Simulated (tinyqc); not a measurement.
From results back to parameters: eight-band Kane k.p model. Two cases, with inputs chosen for the exercise.

Problem. In the Kane model 1/m = A_r + Ep (Eg + 2 Dso/3)/(Eg (Eg + Dso)) and the Roth formula gives g* = 2 - 2 Ep Dso/(3 Eg (Eg + Dso)). The mass and the g factor below were computed from hidden Ep and Dso.

Find: X; Y; Ep; Dso.

Method. Let X = 1/m - A_r and Y = (2 - g*)/2. Then X + Y = Ep/Eg and X - 2 Y = Ep/(Eg + Dso).

Case 1.

Values chosen (out of a larger set: near those of GaAs; not measured data): Eg = 1.506 eV (gap at Gamma to the s-like level); A_r = 1 (remote-band term in 1/m).

m = 0.0585404 m0
g* = -0.09849

Solution.

X = 16.082
Y = 1.049
Ep = 25.80 eV
Dso = 0.339 eV

Case 2.

Values chosen (out of a larger set: near those of InAs; not measured data): Eg = 0.408 eV (gap at Gamma to the s-like level); A_r = 1 (remote-band term in 1/m).

m = 0.0213742 m0
g* = -16.23312

Solution.

X = 45.785
Y = 9.117
Ep = 22.40 eV
Dso = 0.405 eV

Computed by tinyqc, one run a case: `OMP_NUM_THREADS=1 python tinyqc.py N N+1 out.jsonl` with N = 1050349, 1050355; one thread of a shared Intel(R) Xeon(R) Processor @ 2.30GHz, about 0.05 s a run at most.
